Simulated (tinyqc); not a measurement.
## Trap density from the leakage

Question. Trap-assisted leakage is J = q Nt times the integral over x of the rate through one trap. Find Nt, the areal density Nt t and the mean in-plane spacing (Nt t)^(-1/2).

Parameters, values chosen for the exercise: thickness t = 6.5 nm.

Constants: q = 1.602176634e-19 C. Results are converted to the units shown.

J = 1.3344656e-12 A/cm^2
integral of the rate over x = 1.6017459e-4 nm/s

Answer. J is proportional to Nt.

Nt = 5.200e17 cm^-3
Nt t = 3.380e11 cm^-2
in-plane spacing = 17.20 nm

tinyqc, about 0.04 s, one thread, Intel Xeon 2.30GHz (shared host): `OMP_NUM_THREADS=1 python tinyqc.py 2370143 2370144 out.jsonl`
